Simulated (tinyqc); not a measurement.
Changing the specularity p: size effects in the resistivity of thin metal films and interconnect lines. Computed by tinyqc, a small Python program. Command: `OMP_NUM_THREADS=1 python tinyqc.py 3007897 3007898 out.jsonl size sweep`. One thread of a shared host (Intel(R) Xeon(R) Processor @ 2.30GHz), about 0.01 s of CPU time with the checks.

Electrons lose their drift at surfaces (a share 1 - p of the hits) and at grain boundaries (reflection R), besides bulk scattering.

Inputs (values chosen for the exercise, modelled on ruthenium): bulk resistivity rho_b = 7.49 microohm cm; bulk mean free path lambda = 6.88 nm; grain-boundary reflection R = 0.48; film thickness h = 27 nm; grain size over thickness = 1.8.

Geometry: film.

Method:
- D = (ratio) h.
- Mayadas-Shatzkes: alpha = (lambda/D) R/(1 - R); rho_b/rho = 1 - 3 alpha/2 + 3 alpha^2 - 3 alpha^3 ln(1 + 1/alpha).
- Fuchs-Sondheimer film: rho_b/rho = 1 - (3/(2 kappa))(1 - p) int_0^1 (s - s^3)(1 - exp(-kappa/s))/(1 - p exp(-kappa/s)) ds, f = rho/rho_b, kappa = thickness/lambda, 80 Gauss-Legendre points.
- Both together (Mayadas-Shatzkes film): rho_b/rho = (rho_b/rho of the grains alone) - (6/(pi kappa))(1 - p) int_0^(pi/2) dphi int_0^1 ds (cos^2 phi/H^2)(s - s^3)(1 - exp(-kappa H/s))/(1 - p exp(-kappa H/s)), H = 1 + alpha/(cos phi sqrt(1 - s^2)), 40 x 80 Gauss-Legendre points.
- Sheet resistance rho/h; additive estimate rho_b (f_surface + f_grain - 1).

One run for each value:
```
specularity p  resistivity rho (microohm cm)  rho/rho_b from surfaces
0.00                                   9.659                    1.105
0.15                                   9.539                    1.088
0.30                                   9.421                    1.072
0.45                                   9.306                    1.055
0.60                                   9.194                    1.040
0.75                                   9.085                    1.024
0.90                                   8.978                    1.010
0.99                                   8.915                    1.001
```

Over the rows, resistivity rho (microohm cm) falls from 9.66 to 8.92; rho/rho_b from surfaces falls from 1.11 to 1.00. Even nearly specular surfaces leave rho at 1.19 times the bulk value, the grain-boundary part.
